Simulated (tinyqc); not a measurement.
# Worked calculation: input admittance of a MOSFET at zero drain bias: distributed channel and distributed gate

Numbers from tinyqc (`OMP_NUM_THREADS=1 python tinyqc.py 2262031 2262032 out.jsonl`; about 0.01 s on one thread of a shared Intel Xeon 2.30GHz). Printed values are rounded.

Source and drain grounded, strong inversion, w = 2 pi f, Cox = eps0 eox/tox. The channel is an RC line of resistance 1/(mu Cox Vo) per square fed from both ends, so one finger has the intrinsic admittance y = i w Cox L tanh(g)/g per width, g = (1/2) sqrt(i w tau), tau = L^2/(mu Vo). The vertical resistance rv/L is in series with y, the overlaps 2 i w Cov in parallel: y_t = 1/(1/y + rv/L) + 2 i w Cov. The gate strip is a line of Rsh/L per length loaded by y_t, so a finger has Y = y_t Wf tanh(k)/k, k = (Wf/sd) sqrt(y_t Rsh/L); the device has Nf Y.

Parameters, values chosen for the exercise; values of the order met in silicon radio-frequency transistors:
```
symbol,value,unit,meaning
eox,9.2,,relative permittivity of the gate insulator (close to aluminium oxide)
tox,16,nm,insulator thickness
L,0.23,um,channel length
Wf,1.5,um,finger width
Nf,8,,number of fingers
mu,350,cm^2/(V s),channel mobility
Vo,0.67,V,gate overdrive
Rsh,4.4,ohm/square,sheet resistance of the gate
rv,0,ohm um^2,vertical resistivity of the gate stack
sd,1,,number of ends at which a finger is contacted
Cov,0.19,fF/um,overlap and fringe capacitance on each side
f,29,GHz,frequency
```

Constants: eps0 = 8.8541878128e-14 F/cm where lengths are in cm. Results are converted to the units shown.

## Low-frequency resistances and capacitance

Low-frequency limits, with c = Cox L and ct = c + 2 Cov: R_strip = Rsh Wf/(3 sd^2 L Nf), R_ch = (c/ct)^2 L/(12 mu Cox Vo Wf Nf), R_vert = (c/ct)^2 rv/(L Wf Nf), C = ct Wf Nf.

parts (ohm): strip 1.19565, channel 7.62588, vertical 0
sum = 8.82153 ohm
C = 18.6116 fF
1/(2 pi R C) = 969.376 GHz

The channel term is the largest, 86.4 % of the sum.

## Admittance of the channel and stack per width

tau, g, c = Cox L, y and y_t as defined.

tau = 2.25586 ps
g = 0.226673+0.226673i
c = 1.17097 fF/um
y = 7.296+213.065i uS/um
y_t = 7.296+282.305i uS/um

w tau = 0.411, and Im y is 0.999 of w c.

## Input impedance of the device

k and Y as defined; Z = 1/(Nf Y) = R + 1/(i w C); Q = |Im Z|/R; signal at the point farthest from a contact |1/cosh k|.

k = 0.0789605+0.0769461i
Nf Y = 0.10126+3.38689i mS
R = 8.81958 ohm
C = 18.6042 fF
Q = 33.4475
signal at the far point = 0.999831

R is 0.022 % below its low-frequency limit and C is 0.040 % below its own.
